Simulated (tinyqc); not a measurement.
Inputs raised by 10 %, one at a time: effective-mass impurity with a central-cell term, in a basis of Slater functions. Computed by tinyqc, a small Python program. Command: `OMP_NUM_THREADS=1 python tinyqc.py 3016094 3016095 out.jsonl centralcell sens`. One thread of a shared host (Intel(R) Xeon(R) Processor @ 2.30GHz), about 0.02 s of CPU time with the checks.

The envelope obeys H = -nabla^2 - (2/r) [Z + A exp(-kappa r)] in effective units, with kappa = a*/lambda; positive A deepens the well near the core.

Inputs (values chosen for the exercise, with mass and screening modelled on GaP):
```
quantity                   value      unit
effective mass m           0.489       m_0
dielectric constant eps     10.7         -
charge Z of the core           2         -
central-cell strength A      3.9         -
central-cell range lambda   0.72  angstrom
```

Impurity: donor, one isotropic band.

Constants: Ry = 13.605693123 eV; a_0 = 0.529177210903 angstrom.

Method:
- Units: Ry* = Ry m/eps^2 and a* = a_0 eps/m, with m in m_0.
- kappa = a*/lambda; the hydrogenic ground state is bound by Z^2 Ry*.
- For s functions exp(-zeta r), with s = zeta_i + zeta_j: S = 2/s^3, T = zeta_i zeta_j S, V = -2 Z/s^2, W = -2 A/(s + kappa)^2; each function is normalised by dividing by sqrt(S_ii S_jj).
- Large basis: zeta_i = 0.06 x 1.6^(i-1), i = 1..22, same formulas; for p functions r exp(-zeta r): S = 24/s^5, T = zeta_i zeta_j S (centrifugal term included), V = -12 Z/s^4, W = -12 A/(s + kappa)^4; overlap eigenvalues below 1e-11 are dropped.
- Binding energies are -E Ry*; the effective quantum number is nu = Z/sqrt(-E); |psi(0)|^2 is given relative to the hydrogenic Z^3/(pi a*^3).

Runs:
```
input moved                            from      to  1s binding energy (meV)  2s binding energy (meV)  relative |psi(0)|^2  a* (angstrom)
base run                                  -       -                   289.35                   64.405               3.9110         11.579
effective mass m (m_0)                0.489  0.5379                   332.25                   72.170               4.4715         10.526
dielectric constant eps                10.7   11.77                   230.58                   52.374               3.4462         12.737
central-cell strength A                 3.9    4.29                   298.66                   65.318               4.5548         11.579
central-cell range lambda (angstrom)   0.72   0.792                   302.05                   65.609               4.4715         11.579
```

Exponents ln(y'/y) / ln(x'/x):
```
input                      1s binding energy  2s binding energy  relative |psi(0)|^2  a*
effective mass m                       1.451              1.194                1.405  -1
dielectric constant eps               -2.382             -2.169               -1.327   1
central-cell strength A                0.332              0.148                1.599   0
central-cell range lambda              0.451              0.194                1.405   0
```

Among the inputs moved here: 1s binding energy answers most in size to dielectric constant eps (exponent -2.382), next to effective mass m (+1.451). 2s binding energy answers most in size to dielectric constant eps (exponent -2.169), next to effective mass m (+1.194). Relative |psi(0)|^2 answers most in size to central-cell strength A (exponent +1.599), next to effective mass m (+1.405). a* answers most in size to effective mass m (exponent -1.000), and about equally to dielectric constant eps (+1.000); its exponent is below 0.0005 for central-cell strength A, central-cell range lambda. Its exponent -1.000 in effective mass m: a* = a_0 eps/m. Its exponent +1.000 in dielectric constant eps: a* = a_0 eps/m.

Caution (all rows): the effective Bohr radius is only a few bond lengths, so the envelope approximation is rough.
